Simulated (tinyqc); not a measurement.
## Electron continuity equation in a given potential, Scharfetter-Gummel discretisation: three discretisations compared

Steady state in one dimension: J = q mu n E + q D dn/dx with E = -dpsi/dx and D = mu Vt, dJ/dx = 0, fixed densities nL and nR at the ends. The potential is given, psi = U (x/L)^2, and is not changed by the electrons.

12 equal intervals. Fluxes J_i = (q D/h)(n_(i+1) P_i - n_i Q_i), d_i = (psi_(i+1) - psi_i)/Vt: Scharfetter-Gummel P = B(d), Q = B(-d), B(d) = d/(exp(d) - 1); central P = 1 - d/2, Q = 1 + d/2; upwind P = 1 + max(-d, 0), Q = 1 + max(d, 0). Balance at each inner node: J_i - J_(i-1) = 0. The reference is Scharfetter-Gummel on 2400 intervals.

Inputs (values chosen for the exercise); mobility that of a made-up semiconductor:
```
symbol,value,unit,meaning
T,300,K,temperature
mu,3200,cm^2/(V s),electron mobility
L,0.11,um,length of the region
nL,2.9e12,cm^-3,density at x = 0
nR,3.4e13,cm^-3,density at x = L
U,0.6,V,potential difference psi(L) - psi(0)
```

Constants: q = 1.602176634e-19 C, kB = 1.380649e-23 J/K, Vt = kB T/q. Results are converted to the units shown.

Densities (cm^-3):
```
node  Scharfetter-Gummel    central    upwind  reference
0               2.900e12   2.900e12  2.900e12   2.900e12
1               1.943e12   1.950e12  1.923e12   1.943e12
2               1.416e12   1.426e12  1.409e12   1.415e12
3               1.096e12   1.107e12  1.101e12   1.095e12
4               8.855e11   8.962e11  8.991e11   8.847e11
5               7.393e11   7.492e11  7.592e11   7.384e11
6               6.327e11   6.418e11  6.613e11   6.316e11
7               5.520e11   5.519e11  6.027e11   5.508e11
8               4.891e11   5.809e11  6.159e11   4.878e11
9               4.399e11  -9.832e10  8.593e11   4.385e11
10              4.255e11   2.992e12  2.047e12   4.239e11
11              1.190e12  -9.700e12  7.530e12   1.188e12
12              3.400e13   3.400e13  3.400e13   3.400e13
```

Largest errors as a share of the largest reference density listed: Scharfetter-Gummel 0.0047 %, central 32 %, upwind 19 %. The largest |d| is 3.71. Central differences give 2 negative value(s), since P or Q changes sign once |d| exceeds 2. Upwinding stays positive but acts as if D were larger by the factor 1 + |d|/2, up to 2.85 here.

Range of the model: The drift velocity mu E exceeds 1e7 cm/s somewhere, where real mobilities no longer stay constant.

Program tinyqc, `OMP_NUM_THREADS=1 python tinyqc.py 2220055 2220056 out.jsonl`; Intel Xeon 2.30GHz, shared host, one thread, about 0.01 s.
